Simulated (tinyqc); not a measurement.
Inside a calculation. Model: surface segregation during layer-by-layer epitaxy: two-layer exchange kinetics and the shape of quantum wells and delta layers. Computed by tinyqc, a small Python program that keeps every step. Command: `OMP_NUM_THREADS=1 python tinyqc.py 3027510 3027511 out.jsonl mbeseg walk`. One thread of a shared host (Intel(R) Xeon(R) Processor @ 2.30GHz), about 0.01 s of CPU time with the checks. Intermediate numbers are printed to about 5 digits and carried at full precision; extremes and crossings named in words are read from the listed rows.

Atoms A and B exchange only between the growing layer and the one below it. B is supplied for N layers, then pure A follows.

Inputs (values chosen for the exercise, close to those used for gallium in AlAs):
```
quantity,value,unit
barrier E1 for B to move up,1.94,eV
segregation energy E_s,0.095,eV
attempt frequency nu,10,THz
growth rate G,0.17,layers/s
share x0 of B in the flux during the well,0.53,-
layers in the well N,6,-
layer thickness,2.83,angstrom
temperature T,640,C
```

Constants: k_B = 8.617333262e-05 eV/K.

## Exchange rates

p1 = nu exp(-E1/(k_B T)) (B up, A down), p2 = nu exp(-(E1 + E_s)/(k_B T)) (B down); time per layer tau = 1/G; K = p1/p2. Temperatures in kelvin are T(C) + 273.15. Dilute equilibrium share passed up per layer R_eq = K/(1 + K).

p1 = 196.30 1/s

p2 = 58.695 1/s

p1 tau = 1154.7

K = 3.3444

R_eq = 0.76982

Exchange is fast against growth: the two layers are near equilibrium.

## The second layer

Each layer is deposited complete with B share x_dep and then exchanges for the time tau = 1/G with the layer below, whose share is b (total c = s + b fixed): ds/dt = p1 b (1 - s) - p2 s (1 - b), s(0) = x_dep. With the roots s1 < s2 of the right side, (s - s1)/(s - s2) = [(s(0) - s1)/(s(0) - s2)] exp(-(p1 - p2)(s2 - s1) tau). The lower layer is then buried with c - s, and s becomes the b of the next layer. Layer 1 is deposited on pure A with share x0; with nothing to lift from below, take b = 0 and s(0) = x0 for it. Then layer 2 has x_dep = x0.

share in layer 1 after its exchange = 0.37686

root s1 for layer 2 = 0.59853

root s2 for layer 2 = 2.1614

share in layer 2 after its exchange = 0.59853

share buried in layer 1 = 0.30833

## Buried profile

In the dilute tail each layer passes up the share R = R_eq (1 - exp(-(p1 + p2) tau)); decay length = -layer thickness/ln R. Index 0 is the last layer of pure A below the well. Share of B outside the intended layers 1..N = 1 - (sum over 1..N)/(N x0).

Share of B:
```
layer,intended,buried
0,0.00,0.15314
1,0.53,0.30833
2,0.53,0.42042
3,0.53,0.48160
4,0.53,0.50981
5,0.53,0.52179
6,0.53,0.25334
7,0.00,0.15370
8,0.00,0.10218
9,0.00,0.07132
10,0.00,0.05128
11,0.00,0.03758
12,0.00,0.02791
16,0.00,0.00911
21,0.00,0.00240
31,0.00,0.00017
```

share passed up R = 0.76982

decay length = 10.818 angstrom

peak share (largest buried share) = 0.52179

share of B outside the well = 0.21532

The peak reaches 98 % of x0. B is missing at the lower interface and trails into the cap. Caution: two-layer exchange with complete layers is a simplification that can understate segregation at low temperature; desorption, step-edge exchange and surfactants are left out.

## Kinetic against equilibrium segregation over temperature

R_eq = K/(1 + K).

Segregation:
```
T (C),p1 tau,R_eq,R,decay length (angstrom),peak share
520,2.7704e+01,0.80058,0.80058,12.724,0.52285
560,1.0823e+02,0.78971,0.78971,11.987,0.52245
600,3.7322e+02,0.77947,0.77947,11.359,0.52210
640,1.1547e+03,0.76982,0.76982,10.818,0.52179
680,3.2494e+03,0.76072,0.76072,10.348,0.52153
720,8.4129e+03,0.75214,0.75214,9.935,0.52130
760,2.0235e+04,0.74404,0.74404,9.572,0.52110
800,4.5586e+04,0.73639,0.73639,9.248,0.52094
```

The decay length falls in every row: the layers are in equilibrium and K = exp(E_s/(k_B T)) falls with T. Caution: in the hottest rows B can desorb, which is left out.

Checks made by the program: closed form against integration of the exchange equation (relative difference below 1e-10); conservation of B (relative difference below 1e-10).
